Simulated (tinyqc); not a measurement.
Across the gap: metal-induced gap states at the contact of a metal chain and a two-band chain.

The semiconductor alternates sites A at -Eg/2 and C at +Eg/2 with hopping -t; the gap runs from -Eg/2 to Eg/2. In the gap cosh(q a) = 1 + (Eg^2/4 - E^2)/(2 t^2) and the amplitude changes by -exp(-q a) a period. The metal has site energy 0 and hopping -tm; its end site has g_m = (E - i sqrt(4 tm^2 - E^2))/(2 tm^2). Sites 1, 2, ... count into the semiconductor, with energies e1, e2 alternating. The clean half chain has g1 = 1/(E - e1 - t^2 g2), g2 = 1/(E - e2 - t^2 g1), decaying root. With the contact G11 = 1/(1/g1 - tc^2 g_m), and the density on site j is -Im G_jj/pi = |psi_j/psi_1|^2 (-Im G11/pi), per spin, with psi_2/psi_1 = -t g2, psi_3/psi_2 = -t g1.

Values chosen for the exercise (gap and optical dielectric constant near those of SiC; the chain itself is a model; the results hold for these values, not for the real material): Eg = 3.38 eV (gap); t = 2.79 eV (hopping in the semiconductor); tm = 1.84 eV (hopping in the metal); tc = 2.65 eV (hopping across the contact); end = C (site that touches the metal); a = 3.08 angstrom (period (two sites); one chain for each area a^2).

E = f Eg. Share on C: the part of the summed density that lies on C sites, whose orbitals make the conduction edge.

Gap states:
```
f      E (eV)  xi = 1/(2q) (angstrom)  D1 (1/eV)  D2 (1/eV)  sum (1/eV)  share on C
-0.48  -1.622                    9.09     0.0028     0.1142      0.4071       0.024
-0.40  -1.352                    4.26     0.0130     0.0814      0.1834       0.138
-0.30  -1.014                    3.21     0.0234     0.0579      0.1316       0.288
-0.15  -0.507                    2.70     0.0346     0.0363      0.1042       0.488
0.00    0.000                    2.58     0.0423     0.0233      0.0942       0.645
0.30    1.014                    3.21     0.0545     0.0084      0.1019       0.866
0.40    1.352                    4.26     0.0597     0.0046      0.1249       0.928
0.48    1.622                    9.09     0.0673     0.0012      0.2380       0.983
```

Give the missing row, f = 0.15, E (eV) = 0.507.

Computed row:
```
f     E (eV)  xi = 1/(2q) (angstrom)  D1 (1/eV)  D2 (1/eV)  sum (1/eV)  share on C
0.15   0.507                    2.70     0.0484     0.0147      0.0929       0.767
```

The decay length xi of the density is shortest at mid-gap, 2.58 angstrom, and grows to 9.1 near the edges. The summed density is least at f = 0.15 (0.0929) and largest at f = -0.48 (0.4071 1/eV). The share on C goes from 0.02 to 0.98 and passes one half near f = -0.138, a point that depends on which site ends the chain. The states turn from valence-like to conduction-like across the gap; the branch point, where the decay is fastest, lies at mid-gap in this symmetric chain and is the usual estimate of the neutrality level.

tinyqc: `OMP_NUM_THREADS=1 python tinyqc.py 1451739 1451740 out.jsonl`; about 0.01 s, one thread, shared Intel(R) Xeon(R) Processor @ 2.30GHz.
